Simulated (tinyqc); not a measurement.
# Probe couplings from its potential

Inverse problem. One voltage probe p sits between leads L (mu = 1) and R (mu = 0) without magnetic field: mu_p = T_pL/(T_pL + T_pR), T_eff = T_RL + T_pL T_pR/(T_pL + T_pR). Find T_pL and T_pR.

T_RL = 0.44
mu_p = 0.61538462
T_eff = 0.59384615

Solution. T_eff - T_RL equals T_pL (1 - mu_p) and also T_pR mu_p.

T_pL = 0.4000
T_pR = 0.2500

tinyqc, about 0.01 s, one thread, Intel Xeon 2.30GHz (shared host): `OMP_NUM_THREADS=1 python tinyqc.py 2700134 2700135 out.jsonl`
